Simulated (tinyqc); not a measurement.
From results back to parameters: carrier statistics of a doped semiconductor with parabolic bands. Four cases, with inputs chosen for the exercise.

Problem. ni^2 = C^2 (T/300 K)^3 exp(-Eg(T)/kB T) with Eg(T) = Eg0 - al T^2/(T + be). Two intrinsic densities were computed from hidden Eg0 and C = sqrt(Nc Nv) at 300 K.

Constants: kB = 8.617333262e-05 eV/K.

Case 1.

Values chosen (near those of SiC; the results hold for these values, not for the real material): al = 0.000648 eV/K (Varshni alpha); be = 1301 K (Varshni beta); T1 = 270 K; T2 = 400 K.

ni(T1) = 1.20127e-11 1/cm^3
ni(T2) = 0.227822 1/cm^3

Case 2.

Values chosen (near those of InP; the results hold for these values, not for the real material): al = 0.000368 eV/K (Varshni alpha); be = 160 K (Varshni beta); T1 = 250 K; T2 = 430 K.

ni(T1) = 48407.5 1/cm^3
ni(T2) = 1.20508e+11 1/cm^3

Case 3.

Values chosen (near those of Ge; the results hold for these values, not for the real material): al = 0.000475 eV/K (Varshni alpha); be = 231 K (Varshni beta); T1 = 260 K; T2 = 400 K.

ni(T1) = 1.28056e+12 1/cm^3
ni(T2) = 1.15753e+15 1/cm^3

Case 4.

Values chosen (near those of Ge; the results hold for these values, not for the real material): al = 0.000483 eV/K (Varshni alpha); be = 225 K (Varshni beta); T1 = 320 K; T2 = 410 K.

ni(T1) = 7.58492e+13 1/cm^3
ni(T2) = 2.38654e+15 1/cm^3

Find: Eg0; C.

Solution. y(T) = 2 ln ni - 3 ln(T/300) - al T/((T + be) kB) equals 2 ln C - Eg0/(kB T), a straight line in 1/T; two points give slope and intercept.

Case 1.

Eg0 = 3.270 eV
C = 2.43e+19 1/cm^3

Case 2.

Eg0 = 1.406 eV
C = 2.57e+18 1/cm^3

Case 3.

Eg0 = 0.752 eV
C = 7.15e+18 1/cm^3

Case 4.

Eg0 = 0.732 eV
C = 7.70e+18 1/cm^3

Computed by tinyqc, one run a case: `OMP_NUM_THREADS=1 python tinyqc.py N N+1 out.jsonl` with N = 1650091, 1650126, 1650237, 1650277; one thread of a shared Intel(R) Xeon(R) Processor @ 2.30GHz, about 0.01 s a run at most.
